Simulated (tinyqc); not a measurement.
# Interface traps from C-V curves, high-low and Terman methods: what changes with what

MOS capacitor on an n-type substrate; psi is the band bending, negative in depletion; only majority carriers are counted. At the bending psi the Fermi level lies y = xi - psi below the conduction edge at the surface, xi = Vt ln(Nc/Nd). Dit(y) = D0 + D1 exp(-y/E1); traps fill up to the Fermi level, follow the bias and a slow signal, and do not follow a fast one. V is the gate voltage from flat band.

Parameters, values chosen for the exercise; band and dielectric values close to those of silicon: temperature T = 300 K; relative permittivity eps_r = 11.7; conduction-band density of states at T Nc = 2.75e19 cm^-3; donor density Nd = 7.2e15 cm^-3; equivalent oxide thickness EOT = 1.9 nm; trap density far from the band edge D0 = 2.4e10 cm^-2 eV^-1; band-tail density at the conduction edge D1 = 9.4e11 cm^-2 eV^-1; decay energy of the tail E1 = 0.12 eV.

Constants: q = 1.602176634e-19 C, kB = 1.380649e-23 J/K, Vt = kB T/q, eps0 = 8.8541878128e-14 F/cm where lengths are in cm. Results are converted to the units shown.

Each table varies one quantity; the others keep the values above.

## Subthreshold swing with traps

Cox = 3.9 eps0/EOT, LD = sqrt(eps0 eps_r Vt/(q Nd)), u = psi/Vt, Cd = (eps0 eps_r/(sqrt(2) LD)) |exp(u) - 1|/sqrt(exp(u) - u - 1). At psi = -0.209 V the swing of a transistor with this gate would be S = Vt ln 10 (1 + (Cd + q Dit)/Cox), Dit as above.

Result of one run:
```
D0 (cm^-2 eV^-1)  Dit (cm^-2 eV^-1)  q Dit/Cox  S (mV/decade)
8.5e9                     3.6364e10  0.0032057         61.587
```

What becomes of these results when the trap density far from the band edge D0 is changed from 8.5e9 to 2.1e11 cm^-2 eV^-1, all else the same?

Result of the changed run:
```
D0 (cm^-2 eV^-1)  Dit (cm^-2 eV^-1)  q Dit/Cox  S (mV/decade)
2.1e11                    2.3786e11   0.020969         62.645
```

The whole series:
```
D0 (cm^-2 eV^-1)  Dit (cm^-2 eV^-1)  q Dit/Cox  S (mV/decade)
8.5e9                     3.6364e10  0.0032057         61.587
2.5e10                    5.2864e10  0.0046603         61.674
7.3e10                    1.0086e11  0.0088918         61.926
2.1e11                    2.3786e11   0.020969         62.645
6.2e11                    6.4786e11   0.057113         64.796
1.8e12                    1.8279e12    0.16114         70.988
5.3e12                    5.3279e12    0.46968         89.355
1.5e13                    1.5028e13     1.3248         140.26
```

S rises from 61.6 to 140 mV/decade; without traps it is 61.4. The traps add 10 mV/decade at Dit = 1.91e12 cm^-2 eV^-1 and equal Cox at 1.13e13.

## An error in the doping read as traps

Ideal V0 = psi - sqrt(2) (eps0 eps_r Vt/LD) sqrt(exp(u) - u - 1)/Cox for psi < 0; the traps add dV = (q/Cox) times the integral of Dit from 0 to psi = (q/Cox) [D0 psi + D1 E1 exp(-xi/E1) (exp(psi/E1) - 1)]. 1/C_HF = 1/Cox + 1/Cd, 1/C_LF = 1/Cox + 1/(Cd + q Dit). The sample has Nd; the ideal curve is drawn with Nd (1 + e). At the true psi = -0.209 V the measured C_HF is matched to the ideal curve, which gives psi', and Dit = (Cox/q) [dV/dpsi' - 1 - Cd'(psi')/Cox], derivatives exact.

The same in every row: true Dit (cm^-2 eV^-1) = 5.186e10.

An error in the doping read as traps:
```
e      psi' (V)  apparent Dit (cm^-2 eV^-1)
-0.15   -0.1813                    2.044e12
-0.1    -0.1906                    1.314e12
-0.05   -0.1998                    6.527e11
-0.02   -0.2053                    2.854e11
0       -0.2090                    5.186e10
0.02    -0.2127                   -1.732e11
0.05    -0.2182                   -4.958e11
0.1     -0.2274                   -9.966e11
0.15    -0.2366                   -1.456e12
```

What does the comparison show?

The apparent Dit falls from 2.04e12 to -1.46e12 cm^-2 eV^-1, against the true 5.19e10. An error of +5 % in the doping shifts it by -5.48e11 cm^-2 eV^-1, 1060 % of the true value, and a negative result appears where the assumed doping is too high.

Numbers from tinyqc (`OMP_NUM_THREADS=1 python tinyqc.py 2030102 2030103 out.jsonl`; about 0.01 s on one thread of a shared Intel Xeon 2.30GHz).
